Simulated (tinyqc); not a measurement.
RKS/BP86 in the 3-21g basis, for H2, spin multiplicity 1, step by step. Computed by tinyqc, a small Python program that keeps every step (integrals from PySCF). Settings: charge = 0, multiplicity = 1, basis = 3-21g, energy threshold = 1e-10, iteration cap = 89, orthogonalisation = canonical, start = core, DIIS depth = 8, method = RKS, functional = b88,p86, grid = [20, 14]. Command: `OMP_NUM_THREADS=1 python tinyqc.py 23920 23921 out.jsonl` (the two numbers bound the seeds that draw the settings). One thread of a shared host (Intel(R) Xeon(R) Processor @ 2.60GHz), about 0.2 s of CPU time with the checks. Later iterations appear only in the table of the cycle.

## One-electron integrals

Geometry (angstrom):
```
atom,x,y,z
H,0.00000,0.00000,0.00000
H,0.00000,0.00000,1.40200
```

Basis 3-21g: exponents (1/bohr^2) and contraction coefficients of normalised primitives:
```
element,l (shell),exponent,coefficient
H,s (1),5.44718,0.15628
H,s (1),0.82455,0.90469
H,s (2),0.18319,1.00000
```

Overlap, kinetic and nuclear-attraction integrals over the contracted functions; the nuclear repulsion is the sum of Za Zb / Rab.

nuclear repulsion = 0.3774445 hartree

overlap S, lower triangle:
```
,1H 1s,1H 2s,2H 1s,2H 2s
1H 1s,1.00000
1H 2s,0.64590,1.00000
2H 1s,0.04634,0.22353,1.00000
2H 2s,0.22353,0.52574,0.64590,1.00000
```

kinetic energy T (hartree), lower triangle:
```
,1H 1s,1H 2s,2H 1s,2H 2s
1H 1s,1.54940
1H 2s,0.29315,0.27479
2H 1s,-0.05728,0.02960,1.54940
2H 2s,0.02960,0.08255,0.29315,0.27479
```

nuclear attraction V (hartree), lower triangle:
```
,1H 1s,1H 2s,2H 1s,2H 2s
1H 1s,-2.09836
1H 2s,-1.02641,-1.05164
2H 1s,-0.07007,-0.35215,-2.09836
2H 2s,-0.35215,-0.58991,-1.02641,-1.05164
```

core Hamiltonian H = T + V (hartree), lower triangle:
```
,1H 1s,1H 2s,2H 1s,2H 2s
1H 1s,-0.54896
1H 2s,-0.73326,-0.77685
2H 1s,-0.12735,-0.32256,-0.54896
2H 2s,-0.32256,-0.50737,-0.73326,-0.77685
```

## Two-electron integrals

Functions are numbered as in S; the eight-fold symmetry (ij|kl) = (ji|kl) = (kl|ij) leaves the list below.

Two-electron integrals (ij|kl) in chemists' order, unique and non-zero (hartree):
```
i,j,k,l,(ij|kl)
1,1,1,1,1.14014
2,1,1,1,0.61140
2,1,2,1,0.34515
2,2,1,1,0.62637
2,2,2,1,0.38033
2,2,2,2,0.48296
3,1,1,1,0.03243
3,1,2,1,0.01965
3,1,2,2,0.02432
3,1,3,1,0.00219
3,2,1,1,0.10112
3,2,2,1,0.06436
3,2,2,2,0.09125
3,2,3,1,0.00804
3,2,3,2,0.04093
3,3,1,1,0.37727
3,3,2,1,0.24320
3,3,2,2,0.36315
3,3,3,1,0.03243
3,3,3,2,0.20076
3,3,3,3,1.14014
4,1,1,1,0.20076
4,1,2,1,0.11468
4,1,2,2,0.12892
4,1,3,1,0.00804
4,1,3,2,0.02669
4,1,3,3,0.10112
4,1,4,1,0.04093
4,2,1,1,0.27838
4,2,2,1,0.17215
4,2,2,2,0.22914
4,2,3,1,0.01504
4,2,3,2,0.06466
4,2,3,3,0.27838
4,2,4,1,0.06466
4,2,4,2,0.13349
4,3,1,1,0.24320
4,3,2,1,0.15635
4,3,2,2,0.23139
4,3,3,1,0.01965
4,3,3,2,0.11468
4,3,3,3,0.61140
4,3,4,1,0.06436
4,3,4,2,0.17215
4,3,4,3,0.34515
4,4,1,1,0.36315
4,4,2,1,0.23139
4,4,2,2,0.33638
4,4,3,1,0.02432
4,4,3,2,0.12892
4,4,3,3,0.62637
4,4,4,1,0.09125
4,4,4,2,0.22914
4,4,4,3,0.38033
4,4,4,4,0.48296
```

## Orthogonalisation

S = U s U^T; canonical form X = U s^(-1/2), so that X^T S X = 1. Each column of U has its largest component positive (the first on a tie).

eigenvalues of S: 0.22831  0.38418  1.19960  2.18791

X:
```
,1,2,3,4
1H 1s,-0.74467,0.90758,0.55791,0.28965
1H 2s,1.27885,-0.69122,0.32487,0.38031
2H 1s,0.74467,0.90758,-0.55791,0.28965
2H 2s,-1.27885,-0.69122,-0.32487,0.38031
```

## Starting guess

The start is the orbitals of the core Hamiltonian; D = 2 C_occ C_occ^T.

D at the start, lower triangle:
```
,1H 1s,1H 2s,2H 1s,2H 2s
1H 1s,0.15666
1H 2s,0.21702,0.30065
2H 1s,0.15666,0.21702,0.15666
2H 2s,0.21702,0.30065,0.21702,0.30065
```

## Iteration 1: exchange-correlation on the grid

Becke grid with 20 radial and 14 angular points per atom, points of zero weight dropped. rho = sum D_ij phi_i phi_j; V_xc,ij = sum w v_xc phi_i phi_j plus the gradient terms; v_xc is d(rho eps)/d rho at fixed gradient.

The 12 grid points with the largest w rho, of 550 (bohr, atomic units):
```
x,y,z,w,rho,|grad rho|^2,eps_xc,v_xc
0.00000,0.00000,1.41919,0.26067,0.06969,0.00023,-0.35501,-0.46288
0.00000,0.00000,1.23021,0.26067,0.06969,0.00023,-0.35501,-0.46288
0.71026,0.71026,1.93913,0.44627,0.03856,0.00433,-0.30941,-0.37219
-0.71026,-0.71026,1.93913,0.44627,0.03856,0.00433,-0.30941,-0.37219
-0.71026,0.71026,1.93913,0.44627,0.03856,0.00433,-0.30941,-0.37219
0.71026,-0.71026,1.93913,0.44627,0.03856,0.00433,-0.30941,-0.37219
0.71026,-0.71026,0.71026,0.44627,0.03856,0.00433,-0.30941,-0.37219
-0.71026,0.71026,0.71026,0.44627,0.03856,0.00433,-0.30941,-0.37219
-0.71026,-0.71026,0.71026,0.44627,0.03856,0.00433,-0.30941,-0.37219
0.71026,0.71026,0.71026,0.44627,0.03856,0.00433,-0.30941,-0.37219
0.92198,0.92198,1.72742,0.79411,0.02149,0.00134,-0.26282,-0.30886
0.92198,-0.92198,1.72742,0.79411,0.02149,0.00134,-0.26282,-0.30886
```

electrons on the grid, sum of w rho = 2.00519

E_xc = sum of w rho eps_xc = -0.6031345 hartree

V_xc (hartree), lower triangle:
```
,1H 1s,1H 2s,2H 1s,2H 2s
1H 1s,-0.51211
1H 2s,-0.27624,-0.29434
2H 1s,-0.01961,-0.09570,-0.51211
2H 2s,-0.09570,-0.16879,-0.27624,-0.29434
```

## Iteration 1: building the Kohn-Sham matrix

J_ij = sum D_kl (ij|kl); F = H + J + V_xc; E = tr D H + tr D J / 2 + E_xc + E_nn.

Coulomb J (hartree), lower triangle:
```
,1H 1s,1H 2s,2H 1s,2H 2s
1H 1s,1.21472
1H 2s,0.72284,0.90782
2H 1s,0.05855,0.26195,1.21472
2H 2s,0.26195,0.51555,0.72284,0.90782
```

Kohn-Sham matrix F (hartree), lower triangle:
```
,1H 1s,1H 2s,2H 1s,2H 2s
1H 1s,0.15365
1H 2s,-0.28666,-0.16337
2H 1s,-0.08841,-0.15631,0.15365
2H 2s,-0.15631,-0.16061,-0.28666,-0.16337
```

total energy of this density = -1.0714855 hartree

## Iteration 1: diagonalisation and new density

Diagonalise F' = X^T F X, C = X C', fill 1 alpha and 1 beta electrons from the bottom; D = 2 C_occ C_occ^T. Each column has its largest component positive (the first on a tie).

F' = X^T F X (hartree), lower triangle:
```
,1,2,3,4
1,0.75598
2,0.00000,0.90946
3,-0.32637,0.00000,0.05561
4,0.00000,0.07621,0.00000,-0.27795
```

orbital energies (hartree): MO1 -0.28282, MO2 -0.07289, MO3 0.88449, MO4 0.91433

coefficients C:
```
,MO1,MO2,MO3,MO4
1H 1s,0.23116,0.24629,-0.89730,0.92421
1H 2s,0.42363,0.77081,1.07091,-0.66555
2H 1s,0.23116,-0.24629,0.89730,0.92421
2H 2s,0.42363,-0.77081,-1.07091,-0.66555
```

D after iteration 1, lower triangle:
```
,1H 1s,1H 2s,2H 1s,2H 2s
1H 1s,0.10687
1H 2s,0.19585,0.35892
2H 1s,0.10687,0.19585,0.10687
2H 2s,0.19585,0.35892,0.19585,0.35892
```

## Iteration 2: exchange-correlation on the grid

As before.

The 12 grid points with the largest w rho, of 550 (bohr, atomic units):
```
x,y,z,w,rho,|grad rho|^2,eps_xc,v_xc
-0.92198,0.92198,0.92198,0.79411,0.02302,0.00127,-0.26556,-0.31778
0.92198,-0.92198,0.92198,0.79411,0.02302,0.00127,-0.26556,-0.31778
-0.92198,-0.92198,0.92198,0.79411,0.02302,0.00127,-0.26556,-0.31778
0.92198,0.92198,0.92198,0.79411,0.02302,0.00127,-0.26556,-0.31778
0.92198,-0.92198,1.72742,0.79411,0.02302,0.00127,-0.26556,-0.31778
-0.92198,-0.92198,1.72742,0.79411,0.02302,0.00127,-0.26556,-0.31778
-0.92198,0.92198,1.72742,0.79411,0.02302,0.00127,-0.26556,-0.31778
0.92198,0.92198,1.72742,0.79411,0.02302,0.00127,-0.26556,-0.31778
0.00000,0.00000,1.23021,0.26067,0.06778,0.00015,-0.35194,-0.45901
0.00000,0.00000,1.41919,0.26067,0.06778,0.00015,-0.35194,-0.45901
0.71026,-0.71026,0.71026,0.44627,0.03861,0.00346,-0.30700,-0.37471
0.71026,0.71026,0.71026,0.44627,0.03861,0.00346,-0.30700,-0.37471
```

electrons on the grid, sum of w rho = 2.00958

E_xc = sum of w rho eps_xc = -0.5740606 hartree

V_xc (hartree), lower triangle:
```
,1H 1s,1H 2s,2H 1s,2H 2s
1H 1s,-0.49497
1H 2s,-0.27074,-0.29695
2H 1s,-0.01943,-0.09425,-0.49497
2H 2s,-0.09425,-0.17047,-0.27074,-0.29695
```

## Iteration 2: building the Kohn-Sham matrix

As before.

Coulomb J (hartree), lower triangle:
```
,1H 1s,1H 2s,2H 1s,2H 2s
1H 1s,1.17708
1H 2s,0.70523,0.89536
2H 1s,0.05735,0.25604,1.17708
2H 2s,0.25604,0.50854,0.70523,0.89536
```

Kohn-Sham matrix F (hartree), lower triangle:
```
,1H 1s,1H 2s,2H 1s,2H 2s
1H 1s,0.13316
1H 2s,-0.29878,-0.17844
2H 1s,-0.08943,-0.16077,0.13316
2H 2s,-0.16077,-0.16929,-0.29878,-0.17844
```

total energy of this density = -1.0778262 hartree

## Iteration 2: DIIS over 2 matrices

error matrix X^T (FDS - SDF) X:
```
,1,2,3,4
1,0.00000,0.00000,0.00000,0.00000
2,0.00000,0.00000,0.00000,-0.00735
3,0.00000,0.00000,0.00000,0.00000
4,0.00000,0.00735,0.00000,0.00000
```

B (overlaps of the stored error matrices):
```
,1,2
1,3.2188296e-02,-1.8646099e-03
2,-1.8646099e-03,1.0801349e-04
```

Minimise |sum c_i e_i|^2 with sum c_i = 1: solve [B -1; -1 0][c; lambda] = [0; -1] with B_ij = tr e_i^T e_j, and take F = sum c_i F_i.

DIIS coefficients: 0.05476  0.94524

extrapolated F (hartree), lower triangle:
```
,1H 1s,1H 2s,2H 1s,2H 2s
1H 1s,0.13428
1H 2s,-0.29811,-0.17762
2H 1s,-0.08937,-0.16053,0.13428
2H 2s,-0.16053,-0.16882,-0.29811,-0.17762
```

## Iteration 2: diagonalisation and new density

As before.

F' = X^T F X (hartree), lower triangle:
```
,1,2,3,4
1,0.74337
2,0.00000,0.89382
3,-0.32291,0.00000,0.03763
4,0.00000,0.07279,0.00000,-0.29476
```

orbital energies (hartree): MO1 -0.29920, MO2 -0.08782, MO3 0.86882, MO4 0.89826

coefficients C:
```
,MO1,MO2,MO3,MO4
1H 1s,0.23384,0.25038,-0.89616,0.92353
1H 2s,0.42170,0.76592,1.07441,-0.66678
2H 1s,0.23384,-0.25038,0.89616,0.92353
2H 2s,0.42170,-0.76592,-1.07441,-0.66678
```

D after iteration 2, lower triangle:
```
,1H 1s,1H 2s,2H 1s,2H 2s
1H 1s,0.10936
1H 2s,0.19722,0.35565
2H 1s,0.10936,0.19722,0.10936
2H 2s,0.19722,0.35565,0.19722,0.35565
```

## Iteration 10 (converged): orbitals

converged F (hartree), lower triangle:
```
,1H 1s,1H 2s,2H 1s,2H 2s
1H 1s,0.13424
1H 2s,-0.29813,-0.17763
2H 1s,-0.08937,-0.16053,0.13424
2H 2s,-0.16053,-0.16882,-0.29813,-0.17763
```

As before.

F' = X^T F X (hartree), lower triangle:
```
,1,2,3,4
1,0.74334
2,0.00000,0.89378
3,-0.32289,0.00000,0.03759
4,0.00000,0.07277,0.00000,-0.29478
```

orbital energies (hartree): MO1 -0.29922, MO2 -0.08784, MO3 0.86878, MO4 0.89822

coefficients C:
```
,MO1,MO2,MO3,MO4
1H 1s,0.23385,0.25040,-0.89616,0.92353
1H 2s,0.42169,0.76590,1.07443,-0.66678
2H 1s,0.23385,-0.25040,0.89616,0.92353
2H 2s,0.42169,-0.76590,-1.07443,-0.66678
```

D after iteration 10, lower triangle:
```
,1H 1s,1H 2s,2H 1s,2H 2s
1H 1s,0.10937
1H 2s,0.19722,0.35564
2H 1s,0.10937,0.19722,0.10937
2H 2s,0.19722,0.35564,0.19722,0.35564
```

## Convergence

Stop when the energy changes by less than 1e-10 hartree and every element of the error matrix X^T (F D S - S D F) X is below 3e-06.

Course of the cycle:
```
iteration,E (hartree),change,largest element of the error matrix
1,-1.0714855,-,1.27e-01
2,-1.0778262,-6.34e-03,7.35e-03
3,-1.0778477,-2.14e-05,3.52e-05
4,-1.0778477,-3.53e-10,1.86e-05
5,-1.0778477,-7.39e-11,1.27e-05
6,-1.0778477,-2.71e-11,9.61e-06
7,-1.0778477,-1.29e-11,7.74e-06
8,-1.0778477,-7.11e-12,6.48e-06
9,-1.0778477,-4.34e-12,5.58e-06
10,-1.0778477,-1.23e-11,4.34e-09
```

PySCF RKS in the same basis, fine grid = -1.0777464 hartree

Converged in 10 iterations. The coarse grid moves the energy by -1.01e-04 hartree.

## Populations, bond orders and dipole

Mulliken: Z minus the diagonal of D S on the atom; Loewdin: the same with S^(1/2) D S^(1/2); Mayer order: 2 sum_s sum (D(s) S)_ij (D(s) S)_ji over the two atoms.

Charges (e):
```
atom,Mulliken,Loewdin
1H,0,0
2H,0,0
```

Mayer bond orders:
```
pair,order
2-1,1.00000
```

dipole moment about the origin, x y z (debye): 0.00000  0.00000  0.00000
